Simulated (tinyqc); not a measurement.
## AlGaN/GaN HEMT with access regions, lumped model: effect of the gate length

A polarisation-induced electron sheet under a Schottky gate, in series with two ungated access regions and contacts. Drift law v = mu E/(1 + mu E/vs) under the gate. Currents in mA/mm, resistances in ohm mm. No self-heating, no channel-length modulation; fits for polarisation, barrier and offset are chosen for the exercise.

sigma = (5e13 x + 1.6e13 x^2) cm^-2, phiB = 0.84 + 1.3 x, dEc = 0.7 (1.71 x + x^2) in volts, Cb = eps0 eps_r/d, VT = phiB - dEc - q sigma/Cb, access density n0 = -Cb VT/q. Access resistance R(L, n) = L/(q mu n sqrt(1 - (I/(q n vs))^2)); Rs = Rc + R(Ls, n0), Rd = Rc + R(Ld, (1 - ft) n0). Vg' = Vg - I Rs, Vd' = Vd - I (Rs + Rd); with u = Vg' - VT, Vc = vs Lg/mu and w the smaller of Vd' and Vc [sqrt(1 + 2 u/Vc) - 1] (0 if negative), the channel gives (mu Cb/Lg)(u w - w^2/2)/(1 + w/Vc). I equals that channel current. Isat is I at Vd = 10 V, gm = dIsat/dVg, Ron the limit of Vd/I at small Vd.

Inputs (values chosen for the exercise); values close to those of AlGaN/GaN structures:
```
symbol,value,unit,meaning
x,0.19,,aluminium share of the barrier
d,30,nm,barrier thickness
eps_r,9.3,,relative permittivity of barrier and channel
mu,1900,cm^2/(V s),channel mobility
vs,1.4e7,cm/s,saturation velocity
Ls,0.5,um,source access length
Ld,4,um,drain access length
Rc,0.59,ohm mm,resistance of each contact
ft,0,,share of the drain-access electrons removed by traps
Vg,0,V,gate voltage
```

Constants: q = 1.602176634e-19 C, eps0 = 8.8541878128e-14 F/cm where lengths are in cm. Results are converted to the units shown.

The same in every row: VT (V) = -5.048; n0 (cm^-2) = 8.648e12.

Effect of the gate length:
```
Lg (um)  Ron (ohm mm)  Isat (mA/mm)  gm (mS/mm)
0.05            2.908          1317       258.9
0.09            2.923          1273       256.7
0.16            2.950          1218       253.2
0.29            2.999          1144       247.2
0.52            3.087          1053       238.0
0.93            3.243         942.8       224.8
1.7             3.535         809.0       205.6
3               4.029         669.5       182.0
```

As Lg goes from 0.05 to 3 um, Ron rises from 2.91 to 4.03 ohm mm, Isat falls from 1320 to 670 mA/mm and gm falls from 259 to 182 mS/mm. The ceiling Cb vs is 384 mS/mm. In every row the power passes 5 W/mm, where self-heating, left out here, lowers the current.

Computed by the program tinyqc: `OMP_NUM_THREADS=1 python tinyqc.py 2570016 2570017 out.jsonl`, one thread of a shared Intel Xeon 2.30GHz, about 0.02 s for the whole run.
